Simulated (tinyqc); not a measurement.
Inside a calculation. Method: UHF in the sto-6g basis, for H2+, spin multiplicity 2. One step of it, computed by the program tinyqc.

Question. Iteration 3 (converged): orbitals. Diagonalise F' = X^T F X, C = X C', fill 1 alpha and 0 beta electrons from the bottom; D(s) = C_occ C_occ^T. Each column has its largest component positive (the first on a tie).

converged F(alpha) (hartree):
```
           1H 1s      2H 1s
1H 1s  -0.729708  -0.512521
2H 1s  -0.512521  -0.729708
```

converged F(beta) (hartree):
```
           1H 1s      2H 1s
1H 1s  -0.282580  -0.219957
2H 1s  -0.219957  -0.282580
```

X:
```
               1         2
1H 1s   0.847461  0.619268
2H 1s  -0.847461  0.619268
```

Give: F' = X^T F X; orbital energies; coefficients C; F' = X^T F X; orbital energies; coefficients C; D(alpha) after iteration 3; D(beta) after iteration 3.

Answer.

F' = X^T F X (alpha) (hartree):
```
         1        2
1  -0.3120   0.0000
2   0.0000  -0.9528
```

orbital energies (alpha) (hartree): MO1 -0.9528, MO2 -0.3120

coefficients C (alpha):
```
          MO1      MO2
1H 1s  0.6193   0.8475
2H 1s  0.6193  -0.8475
```

F' = X^T F X (beta) (hartree):
```
         1        2
1  -0.0900   0.0000
2   0.0000  -0.3854
```

orbital energies (beta) (hartree): MO1 -0.3854, MO2 -0.0900

coefficients C (beta):
```
          MO1      MO2
1H 1s  0.6193   0.8475
2H 1s  0.6193  -0.8475
```

D(alpha) after iteration 3:
```
        1H 1s   2H 1s
1H 1s  0.3835  0.3835
2H 1s  0.3835  0.3835
```

D(beta) after iteration 3:
```
        1H 1s   2H 1s
1H 1s  0.0000  0.0000
2H 1s  0.0000  0.0000
```
